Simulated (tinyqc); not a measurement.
From growth rate at the centre back to source temperature T: vacuum evaporation: vapour pressure, source flux, thickness distribution, purity and step coverage. Computed by tinyqc, a small Python program. Command: `OMP_NUM_THREADS=1 python tinyqc.py 3111059 3111060 out.jsonl evap inv`. One thread of a shared host (Intel(R) Xeon(R) Processor @ 2.30GHz), about 0.02 s of CPU time with the checks.

Molecular flow, unit sticking of the metal, no re-evaporation. The background gas is taken as water vapour (18.015 g/mol, collision diameter 0.37 nm) at 300 K.

Inputs (values chosen for the exercise, modelled on titanium, with constants for the liquid): molar mass M = 47.87 g/mol; film density rho = 4.51 g/cm^3; vapour-pressure constant A = 11.32; vapour-pressure constant B = 22770 K; source area = 0.42 cm^2; directionality n = 1; source-to-wafer distance h = 52 cm; wafer radius R = 2.5 cm.

Constants: u = 1.6605390666e-27 kg; k_B = 1.380649e-23 J/K; R = 8.314462618 J/(mol K).

Method:
- log10(p_v/Pa) = A - B/T; flux from the surface Phi = p_v/sqrt(2 pi m k_B T), m = M u.
- Mass loss = Phi x area x m; heat of evaporation = ln(10) R B; d ln Phi/dT = ln(10) B/T^2 - 1/(2 T).
- A small source emits (n + 1) Phi area cos^n(phi)/(2 pi) per solid angle; on a parallel plane at height h and lateral distance l the arrival rate is (n + 1) Phi area/(2 pi h^2) x (1 + (l/h)^2)^(-(n + 3)/2). Growth rate = arrival rate x m/rho, m = M u. The wafer is fixed and centred above the source.

Question. A run gave the result below. Find the source temperature T, known to lie between 1900 and 2300 K.

growth rate at the centre = 0.09912774 nm/s

Answer.

Each step takes the trial c = (a f_b - b f_a)/(f_b - f_a), f being the result less the target and a, b, c the logarithms of the listed values; c replaces end b, the old b replaces a if the sign of f changed, and otherwise f_a is halved.

Scan of the range:
```
source temperature T (K)  growth rate at the centre (nm/s)
1900                                              0.001650
1960                                              0.003780
2020                                              0.008241
2090                                              0.019326
2160                                              0.042860
2230                                              0.090370
2300                                              0.182002
```

False position (Illinois rule, in the logarithm of the input) inside the bracket:
```
step    end a    end b    trial  growth rate at the centre (nm/s)
1     2230.00  2300.00  2236.60                         0.0967167
2     2300.00  2236.60  2238.37                         0.0984854
3     2300.00  2238.37  2239.29                         0.0994258
4     2238.37  2239.29  2239.00                         0.0991268
5     2239.29  2239.00  2239.00                         0.0991277
6     2239.29  2239.00  2239.00                         0.0991277
7     2239.00  2239.00  2239.00                         0.0991277
```

Growth rate at the centre rises at every point of a 13-point scan of the range (every second point is shown), so one value fits; it is bracketed by 2230 and 2300. Answer: source temperature T = 2239 K.
